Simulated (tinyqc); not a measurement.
# Worked calculation: conduction-band offset of an n-N heterojunction from carrier-profile moments

Program tinyqc, `OMP_NUM_THREADS=1 python tinyqc.py 2410054 2410055 out.jsonl`; Intel Xeon 2.30GHz, shared host, one thread, about 0.07 s. Printed values are rounded.

Layer 1 (x < 0) accumulates electrons and layer 2 (x > 0) is depleted. Boltzmann statistics. The bands bend down by V1 in layer 1 and up by V2 in layer 2, with V1 + V2 = VD = dE + Vt ln[(N2/Nc2)/(N1/Nc1)].

Parameters, values chosen for the exercise; values of the order of III-V alloys:
- T = 300 K (temperature)
- eps_r = 13.4 (relative permittivity of both layers)
- Nc1 = 7.1e17 cm^-3 (density of states of the narrow-gap layer 1)
- Nc2 = 5.3e17 cm^-3 (density of states of the wide-gap layer 2)
- dE = 0.25 eV (conduction-band offset)
- N1 = 2.7e16 cm^-3 (donor density in layer 1)
- N2 = 2e16 cm^-3 (donor density in layer 2)
- si = 0 cm^-2 (fixed charge at the interface)

Constants: q = 1.602176634e-19 C, kB = 1.380649e-23 J/K, Vt = kB T/q, eps0 = 8.8541878128e-14 F/cm where lengths are in cm. Results are converted to the units shown.

## Division of the diffusion potential

Sheet densities from the first integral: Q1 = sqrt((2 eps0 eps_r Vt N1/q)(exp(u1) - u1 - 1)) extra electrons, Q2 = sqrt((2 eps0 eps_r Vt N2/q)(exp(-u2) + u2 - 1)) missing ones, u = V/Vt; neutrality Q1 = Q2 + si. Q1 - Q2 rises steadily with V1, so V1 follows by bisection.

VD = 0.2498005 V
V1 = 0.05361140 V
V2 = 0.1961891 V
Q1 = 2.246326e11 cm^-2
n at x = 0- = 2.147809e17 cm^-3
n at x = 0+ = 1.012041e13 cm^-3

n drops across the interface by 21200 = (Nc1/Nc2) exp(dE/Vt).

## Electron profile

-x, left point 0 to 9 (nm): 0  0.616  3.73  10.7  22.6  40.4  65  97  137  186
x, right point 0 to 9 (nm): 0  18.9  46.5  78.8  115  153  194  237  282  329

Integrate the field q Q(V)/(eps0 eps_r) away from the interface on each side; n = N exp(+/- V/Vt).

n in layer 1, left point 0 to 9 (cm^-3): 2.14781e17  2.00167e17  1.47021e17  8.99212e16  5.48633e16  3.80029e16  3.07797e16  2.80680e16  2.72330e16  2.70368e16
n in layer 2, right point 0 to 9 (cm^-3): 1.01204e13  7.71580e13  7.70153e14  4.37326e15  1.14958e16  1.68267e16  1.90839e16  1.97664e16  1.99451e16  1.99880e16

## Offset from the moments

A C-V profile smears n(x) but keeps its zeroth and first moments: si = -int (N - n) dx, VD = (q/(eps0 eps_r)) int (N - n) x dx, dE = VD - Vt ln[(N2/Nc2)/(N1/Nc1)]. Use the trapezoidal rule on each side.

si = 1.276415e10 cm^-2
VD = 0.2481062 V
dE = 0.2483057 eV

On these few points dE comes out -1.7 meV from the true 0.25 eV, and si misses by 1.3e10 cm^-2, 5.7 % of Q1.
